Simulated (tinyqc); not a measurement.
Inside a calculation. Method: RKS/LDA (VWN5) in the sto-3g basis, for H2, spin multiplicity 1. Computed by tinyqc, a small Python program that keeps every step (integrals from PySCF). Settings: charge = 0, multiplicity = 1, basis = sto-3g, energy threshold = 1e-09, iteration cap = 68, orthogonalisation = symmetric, start = highest core orbitals, DIIS depth = 4, DIIS from iteration = 3, damping = 0.2, method = RKS, functional = lda,vwn, grid = [15, 14]. Command: `OMP_NUM_THREADS=1 python tinyqc.py 30490 30491 out.jsonl` (the two numbers bound the seeds that draw the settings). One thread of a shared host (Intel(R) Xeon(R) Processor @ 2.60GHz), about 0.1 s of CPU time with the checks. Later iterations appear only in the table of the cycle.

## One-electron integrals

Geometry (angstrom):
```
atom         x         y         z
H     0.000000  0.000000  0.000000
H     0.000000  0.000000  1.185000
```

Basis sto-3g: exponents (1/bohr^2) and contraction coefficients of normalised primitives:
```
element  l (shell)  exponent  coefficient
H            s (1)  3.425251     0.154329
H            s (1)  0.623914     0.535328
H            s (1)  0.168855     0.444635
```

Overlap, kinetic and nuclear-attraction integrals over the contracted functions; the nuclear repulsion is the sum of Za Zb / Rab.

nuclear repulsion = 0.44656305 hartree

overlap S:
```
          1H 1s     2H 1s
1H 1s  1.000000  0.394626
2H 1s  0.394626  1.000000
```

kinetic energy T (hartree):
```
          1H 1s     2H 1s
1H 1s  0.760032  0.056219
2H 1s  0.056219  0.760032
```

nuclear attraction V (hartree):
```
           1H 1s      2H 1s
1H 1s  -1.666566  -0.580476
2H 1s  -0.580476  -1.666566
```

core Hamiltonian H = T + V (hartree):
```
           1H 1s      2H 1s
1H 1s  -0.906534  -0.524257
2H 1s  -0.524257  -0.906534
```

## Two-electron integrals

Functions are numbered as in S; the eight-fold symmetry (ij|kl) = (ji|kl) = (kl|ij) leaves the list below.

Two-electron integrals (ij|kl) in chemists' order, unique and non-zero (hartree):
```
(11|11) 0.774606   (21|11) 0.232269   (21|21) 0.095215   (22|11) 0.422038
(22|21) 0.232269   (22|22) 0.774606
```

## Orthogonalisation

S = U s U^T; symmetric (Loewdin) form X = U s^(-1/2) U^T, so that X^T S X = 1.

eigenvalues of S: 0.605374  1.394626

X:
```
           1H 1s      2H 1s
1H 1s   1.066016  -0.219235
2H 1s  -0.219235   1.066016
```

## Starting guess

The start is the highest orbitals of the core Hamiltonian (a deliberately bad start); D = 2 C_occ C_occ^T.

D at the start:
```
           1H 1s      2H 1s
1H 1s   1.651872  -1.651872
2H 1s  -1.651872   1.651872
```

## Iteration 1: exchange-correlation on the grid

Becke grid with 15 radial and 14 angular points per atom, points of zero weight dropped. rho = sum D_ij phi_i phi_j; V_xc,ij = sum w v_xc phi_i phi_j; v_xc is d(rho eps)/d rho.

The 16 grid points with the largest w rho, of 410 (bohr, atomic units):
```
x                  y          z         w       rho     eps_xc       v_xc
-0.674944  -0.674944  -0.674944  0.541395  0.045079  -0.310491  -0.405140
-0.674944   0.674944  -0.674944  0.541395  0.045079  -0.310491  -0.405140
0.674944   -0.674944  -0.674944  0.541395  0.045079  -0.310491  -0.405140
0.674944    0.674944  -0.674944  0.541395  0.045079  -0.310491  -0.405140
0.674944   -0.674944   2.914270  0.541395  0.045079  -0.310491  -0.405140
-0.674944   0.674944   2.914270  0.541395  0.045079  -0.310491  -0.405140
0.674944    0.674944   2.914270  0.541395  0.045079  -0.310491  -0.405140
-0.674944  -0.674944   2.914270  0.541395  0.045079  -0.310491  -0.405140
0.000000    0.000000   3.408363  0.481241  0.048348  -0.317192  -0.413944
0.000000    0.000000  -1.169038  0.481241  0.048348  -0.317192  -0.413944
0.461880   -0.461880   2.701206  0.193542  0.112262  -0.410542  -0.536771
0.461880    0.461880   2.701206  0.193542  0.112262  -0.410542  -0.536771
-0.461880   0.461880   2.701206  0.193542  0.112262  -0.410542  -0.536771
-0.461880  -0.461880   2.701206  0.193542  0.112262  -0.410542  -0.536771
0.461880   -0.461880  -0.461880  0.193542  0.112262  -0.410542  -0.536771
-0.461880   0.461880  -0.461880  0.193542  0.112262  -0.410542  -0.536771
```

electrons on the grid, sum of w rho = 1.990863

E_xc = sum of w rho eps_xc = -0.71935802 hartree

V_xc (hartree):
```
           1H 1s      2H 1s
1H 1s  -0.413039  -0.128378
2H 1s  -0.128378  -0.413039
```

## Iteration 1: building the Kohn-Sham matrix

J_ij = sum D_kl (ij|kl); F = H + J + V_xc; E = tr D H + tr D J / 2 + E_xc + E_nn.

Coulomb J (hartree):
```
          1H 1s     2H 1s
1H 1s  1.209345  0.452793
2H 1s  0.452793  1.209345
```

Kohn-Sham matrix F (hartree):
```
           1H 1s      2H 1s
1H 1s  -0.110229  -0.199842
2H 1s  -0.199842  -0.110229
```

total energy of this density = -0.28601416 hartree

This density is the starting one.

## Iteration 1: diagonalisation and new density

Diagonalise F' = X^T F X, C = X C', fill 1 alpha and 1 beta electrons from the bottom; D = 2 C_occ C_occ^T; the new density keeps 0.2 of the old one (damping). Each column has its largest component positive (the first on a tie).

F' = X^T F X (hartree):
```
           1          2
1  -0.037152  -0.185181
2  -0.185181  -0.037152
```

orbital energies (hartree): MO1 -0.222333, MO2 0.148030

coefficients C:
```
            MO1        MO2
1H 1s  0.598765   0.908810
2H 1s  0.598765  -0.908810
```

D after iteration 1:
```
          1H 1s     2H 1s
1H 1s  0.904005  0.243256
2H 1s  0.243256  0.904005
```

## Iteration 2: exchange-correlation on the grid

As before.

The 16 grid points with the largest w rho, of 410 (bohr, atomic units):
```
x                  y          z         w       rho     eps_xc       v_xc
-0.674944  -0.674944   1.564381  0.486908  0.043257  -0.306611  -0.400041
0.674944   -0.674944   1.564381  0.486908  0.043257  -0.306611  -0.400041
-0.674944   0.674944   1.564381  0.486908  0.043257  -0.306611  -0.400041
0.674944    0.674944   1.564381  0.486908  0.043257  -0.306611  -0.400041
-0.674944   0.674944   0.674944  0.486908  0.043257  -0.306611  -0.400041
0.674944   -0.674944   0.674944  0.486908  0.043257  -0.306611  -0.400041
0.674944    0.674944   0.674944  0.486908  0.043257  -0.306611  -0.400041
-0.674944  -0.674944   0.674944  0.486908  0.043257  -0.306611  -0.400041
0.000000    0.000000   1.169038  0.205001  0.086674  -0.379191  -0.495489
0.000000    0.000000   1.070287  0.205001  0.086674  -0.379191  -0.495489
-0.674944   0.674944   2.914270  0.541395  0.032151  -0.280139  -0.365281
-0.674944  -0.674944   2.914270  0.541395  0.032151  -0.280139  -0.365281
0.674944   -0.674944   2.914270  0.541395  0.032151  -0.280139  -0.365281
0.674944    0.674944   2.914270  0.541395  0.032151  -0.280139  -0.365281
0.674944   -0.674944  -0.674944  0.541395  0.032151  -0.280139  -0.365281
-0.674944   0.674944  -0.674944  0.541395  0.032151  -0.280139  -0.365281
```

electrons on the grid, sum of w rho = 2.002488

E_xc = sum of w rho eps_xc = -0.63639814 hartree

V_xc (hartree):
```
           1H 1s      2H 1s
1H 1s  -0.418779  -0.152122
2H 1s  -0.152122  -0.418779
```

## Iteration 2: building the Kohn-Sham matrix

As before.

Coulomb J (hartree):
```
          1H 1s     2H 1s
1H 1s  1.194773  0.466268
2H 1s  0.466268  1.194773
```

Kohn-Sham matrix F (hartree):
```
           1H 1s      2H 1s
1H 1s  -0.130540  -0.210111
2H 1s  -0.210111  -0.130540
```

total energy of this density = -0.89041217 hartree

This density is a damped mixture and is not idempotent.

## Iteration 2: diagonalisation and new density

As before.

F' = X^T F X (hartree):
```
           1          2
1  -0.056409  -0.187851
2  -0.187851  -0.056409
```

orbital energies (hartree): MO1 -0.244260, MO2 0.131441

coefficients C:
```
            MO1        MO2
1H 1s  0.598765   0.908810
2H 1s  0.598765  -0.908810
```

D after iteration 2:
```
          1H 1s     2H 1s
1H 1s  0.754431  0.622282
2H 1s  0.622282  0.754431
```

## Iteration 15 (converged): orbitals

converged F (hartree):
```
           1H 1s      2H 1s
1H 1s  -0.130709  -0.209064
2H 1s  -0.209064  -0.130709
```

Diagonalise F' = X^T F X, C = X C', fill 1 alpha and 1 beta electrons from the bottom; D = 2 C_occ C_occ^T. Each column has its largest component positive (the first on a tie).

F' = X^T F X (hartree):
```
           1          2
1  -0.057098  -0.186532
2  -0.186532  -0.057098
```

orbital energies (hartree): MO1 -0.243630, MO2 0.129434

coefficients C:
```
            MO1        MO2
1H 1s  0.598765   0.908810
2H 1s  0.598765  -0.908810
```

D after iteration 15:
```
          1H 1s     2H 1s
1H 1s  0.717038  0.717038
2H 1s  0.717038  0.717038
```

## Convergence

Stop when the energy changes by less than 1e-09 hartree and every element of the error matrix X^T (F D S - S D F) X is below 9e-06.

Course of the cycle:
```
iteration  E (hartree)     change  largest element of the error matrix
1          -0.28601416          -                             3.86e-16
2          -0.89041217  -6.04e-01                             3.02e-16
3          -1.01030717  -1.20e-01                             9.19e-16
4          -1.03420430  -2.39e-02                             2.13e-15
5          -1.03898036  -4.78e-03                             6.54e-16
6          -1.03993544  -9.55e-04                             4.83e-16
7          -1.04012645  -1.91e-04                             1.57e-15
8          -1.04016465  -3.82e-05                             1.57e-15
9          -1.04017229  -7.64e-06                             1.44e-15
10         -1.04017382  -1.53e-06                             8.46e-16
11         -1.04017412  -3.06e-07                             7.88e-16
12         -1.04017419  -6.11e-08                             1.03e-15
13         -1.04017420  -1.22e-08                             1.81e-16
14         -1.04017420  -2.44e-09                             1.97e-16
15         -1.04017420  -4.89e-10                             1.21e-16
```

PySCF RKS in the same basis, fine grid = -1.04117214 hartree

Converged in 15 iterations. The coarse grid moves the energy by +9.98e-04 hartree.

## Populations, bond orders and dipole

Mulliken: Z minus the diagonal of D S on the atom; Loewdin: the same with S^(1/2) D S^(1/2); Mayer order: 2 sum_s sum (D(s) S)_ij (D(s) S)_ji over the two atoms.

Charges (e):
```
atom  Mulliken  Loewdin
1H           0        0
2H           0        0
```

Mayer bond orders:
```
pair     order
2-1   1.000000
```

dipole moment about the origin, x y z (debye): 0.000000  0.000000  0.000000
